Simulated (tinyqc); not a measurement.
What each parameter does: nanosheet or nanowire with hard walls, valleys of the Si type.

Six ellipsoidal valleys along the cube axes: inverse mass tensor w = 1/mt + (1/ml - 1/mt) a a^T with a the unit axis. Device axes: x along the channel, z = [001], y = z x x.

Hard walls around a W x H rectangle. The block w_c of w in (y, z) confines; the transport mass follows from 1/m_x = w_xx - w_xc w_c^-1 w_cx. The cross-section problem c (w_yy ky^2 + 2 w_yz ky kz + w_zz kz^2), c = hbar^2/2m0, is solved in products sin(n pi y/W) sin(l pi z/H), n, l = 1 to 12; if w_yz = 0 the levels are c pi^2 (w_yy n^2/W^2 + w_zz l^2/H^2). The w_yz term couples (n, l) to (n', l') by -2 c w_yz D_nn'(W) D_ll'(H) with D_nm(L) = 4 n m/(L (n^2 - m^2)) for n + m odd and 0 otherwise.

Without degeneracy the line density is N1 exp((EF - Ec)/kB T) with N1 = sum 2 g sqrt(m_x kB T/(4 pi c)) exp(-E/kB T), here over n, l up to 80 where w_yz = 0 and over all levels of a 12 x 12 sine basis otherwise; the classical value is W H Nc with Nc = 2 g_all (m_dos kB T/(4 pi c))^(3/2), m_dos = (ml mt^2)^(1/3); dVt = kB T ln(W H Nc/N1).

Constants: hbar^2/2m0 = 3.80998211 eV angstrom^2; kB = 8.617333262e-05 eV/K.

Inputs chosen for the exercise (near those of Si; shifted at random, so the results belong to these values and not to a real crystal):
- ml = 0.924 m0 (longitudinal mass)
- mt = 0.193 m0 (transverse mass)
- T = 350 K (temperature)
- g_all = 6 (number of valleys)
- channel = 110 (transport direction x on a (001) wafer)
- W = 180 angstrom (width, along y)
- H = 68 angstrom (height, along z = [001])

E1 and E2 are the two lowest subband edges over all groups.

One parameter was then changed.

Results before and after:
```
case     E1 (eV)  E2 - E1 (meV)  m_x of lowest (m0)  dVt (mV)
base      0.0148           18.0               0.193      31.4
changed   0.0148           18.0               0.193      30.6
```

Which of these changes was made? (a) T = 320 K; (b) ml = 1.016 m0; (c) W = 170 angstrom; (d) mt = 0.212 m0; (e) H = 62 angstrom.

Answer: (a) T = 320 K. Of the candidates, run in turn, only this one gives the changed row.

All candidates:
```
case              E1 (eV)  E2 - E1 (meV)  m_x of lowest (m0)  dVt (mV)
base               0.0148           18.0               0.193      31.4
W = 170 angstrom   0.0155           20.2               0.193      31.9
H = 62 angstrom    0.0166           18.0               0.193      35.0
T = 320 K          0.0148           18.0               0.193      30.6
ml = 1.016 m0      0.0140           18.0               0.193      31.1
mt = 0.212 m0      0.0143           16.4               0.212      29.7
```

Program tinyqc; command `OMP_NUM_THREADS=1 python tinyqc.py 1280068 1280069 out.jsonl`; about 0.02 s on one thread of a shared Intel(R) Xeon(R) Processor @ 2.30GHz.
